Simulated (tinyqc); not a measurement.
Hueckel theory of the pi electrons with the omega technique, for the molecule C=Cc1ccccc1 (SMILES; centres numbered as the heavy atoms are written), step by step. Computed by tinyqc, a small Python program that keeps every step. Settings: charge = 0, omega = 0.6, damping = 0.3. Command: `OMP_NUM_THREADS=1 python tinyqc.py 30178 30179 out.jsonl` (the two numbers bound the seeds that draw the settings). One thread of a shared host (Intel(R) Xeon(R) Processor @ 2.60GHz), about 0.01 s of CPU time with the checks.

## The Hueckel matrix

Centres:
```
centre  z_r, pi electrons of the neutral centre         h
1C                                            1  0.000000
2C                                            1  0.000000
3C                                            1  0.000000
4C                                            1  0.000000
5C                                            1  0.000000
6C                                            1  0.000000
7C                                            1  0.000000
8C                                            1  0.000000
```

Bonds:
```
i  j  k
1  2  1
2  3  1
3  4  1
4  5  1
5  6  1
6  7  1
7  8  1
8  3  1
```

H_rr = alpha + h_r beta, H_rs = k_rs beta for bonded centres.

Hueckel matrix in units of beta (H = alpha + beta A):
```
          1C        2C        3C        4C        5C        6C        7C        8C
1C  0.000000  1.000000  0.000000  0.000000  0.000000  0.000000  0.000000  0.000000
2C  1.000000  0.000000  1.000000  0.000000  0.000000  0.000000  0.000000  0.000000
3C  0.000000  1.000000  0.000000  1.000000  0.000000  0.000000  0.000000  1.000000
4C  0.000000  0.000000  1.000000  0.000000  1.000000  0.000000  0.000000  0.000000
5C  0.000000  0.000000  0.000000  1.000000  0.000000  1.000000  0.000000  0.000000
6C  0.000000  0.000000  0.000000  0.000000  1.000000  0.000000  1.000000  0.000000
7C  0.000000  0.000000  0.000000  0.000000  0.000000  1.000000  0.000000  1.000000
8C  0.000000  0.000000  1.000000  0.000000  0.000000  0.000000  1.000000  0.000000
```

## Orbitals, round 1

pi electrons, sum of z_r less the charge = 8

Diagonalise; E = alpha + x beta with beta < 0, so the largest x are filled first; degenerate levels share their electrons. P = sum n_i c_ri c_si; each orbital has its largest coefficient positive (the first on a tie).

x values: 2.135779  1.414214  1.000000  0.662153  -0.662153  -1.000000  -1.414214  -2.135779

occupations: 2.000000  2.000000  2.000000  2.000000  0.000000  0.000000  0.000000  0.000000

coefficients:
```
         MO1        MO2        MO3        MO4        MO5        MO6        MO7        MO8
1C  0.144072   0.353553   0.000000   0.595183   0.595183   0.000000  -0.353553   0.144072
2C  0.307706   0.500000   0.000000   0.394103  -0.394103   0.000000   0.500000  -0.307706
3C  0.513120   0.353553   0.000000  -0.334227  -0.334227   0.000000  -0.353553   0.513120
4C  0.394103   0.000000   0.500000  -0.307706   0.307706   0.500000   0.000000  -0.394103
5C  0.328596  -0.353553   0.500000   0.130478   0.130478  -0.500000   0.353553   0.328596
6C  0.307706  -0.500000   0.000000   0.394103  -0.394103   0.000000  -0.500000  -0.307706
7C  0.328596  -0.353553  -0.500000   0.130478   0.130478   0.500000   0.353553   0.328596
8C  0.394103   0.000000  -0.500000  -0.307706   0.307706  -0.500000   0.000000  -0.394103
```

charge and bond-order matrix P:
```
           1C         2C         3C         4C         5C         6C         7C         8C
1C   1.000000   0.911344   0.000000  -0.252725   0.000000   0.204237   0.000000  -0.252725
2C   0.911344   1.000000   0.405894   0.000000  -0.048488   0.000000  -0.048488   0.000000
3C   0.000000   0.405894   1.000000   0.610131   0.000000  -0.301212   0.000000   0.610131
4C  -0.252725   0.000000   0.610131   1.000000   0.678703   0.000000  -0.321297   0.000000
5C   0.000000  -0.048488   0.000000   0.678703   1.000000   0.658619   0.000000  -0.321297
6C   0.204237   0.000000  -0.301212   0.000000   0.658619   1.000000   0.658619   0.000000
7C   0.000000  -0.048488   0.000000  -0.321297   0.000000   0.658619   1.000000   0.678703
8C  -0.252725   0.000000   0.610131   0.000000  -0.321297   0.000000   0.678703   1.000000
```

## Omega technique, round 1

h_r = h_r(0) + omega q_r, omega = 0.6, with q_r = z_r - P_rr; 0.3 of the old diagonal is kept.

matrix after round 1:
```
          1C        2C        3C        4C        5C        6C        7C        8C
1C  0.000000  1.000000  0.000000  0.000000  0.000000  0.000000  0.000000  0.000000
2C  1.000000  0.000000  1.000000  0.000000  0.000000  0.000000  0.000000  0.000000
3C  0.000000  1.000000  0.000000  1.000000  0.000000  0.000000  0.000000  1.000000
4C  0.000000  0.000000  1.000000  0.000000  1.000000  0.000000  0.000000  0.000000
5C  0.000000  0.000000  0.000000  1.000000  0.000000  1.000000  0.000000  0.000000
6C  0.000000  0.000000  0.000000  0.000000  1.000000  0.000000  1.000000  0.000000
7C  0.000000  0.000000  0.000000  0.000000  0.000000  1.000000  0.000000  1.000000
8C  0.000000  0.000000  1.000000  0.000000  0.000000  0.000000  1.000000  0.000000
```

## Convergence

Each round sets h_r = h_r(0) + omega (z_r - P_rr), keeping the share named as damping of the old diagonal; repeat until output and input diagonals agree to 1e-6.

Rounds:
```
round    sum n x  largest |h(out) - h(in)|
1      10.424292                  2.66e-16
```

Converged in 1 rounds.

## Energy, charges, bond orders

E = sum n x; q_r = z_r - P_rr; bond order p = P_rs; free valence = sqrt(3) - sum of p over the bonds of the atom.

pi energy = 8 alpha + this times beta = 10.424292

pi charges: 1C 0.000000, 2C 0.000000, 3C 0.000000, 4C 0.000000, 5C 0.000000, 6C 0.000000, 7C 0.000000, 8C 0.000000

Bond orders and lengths from R = 1.517 - 0.180 p (angstrom, C-C alone):
```
bond         p         R
1-2   0.911344  1.352958
2-3   0.405894  1.443939
3-4   0.610131  1.407176
4-5   0.678703  1.394833
5-6   0.658619  1.398449
6-7   0.658619  1.398449
7-8   0.678703  1.394833
8-3   0.610131  1.407176
```

free valence of the carbons: 1C 0.820707, 2C 0.414813, 3C 0.105893, 4C 0.443216, 5C 0.394728, 6C 0.414813, 7C 0.394728, 8C 0.443216

gap between the highest filled and the next level = 1.324307 |beta|
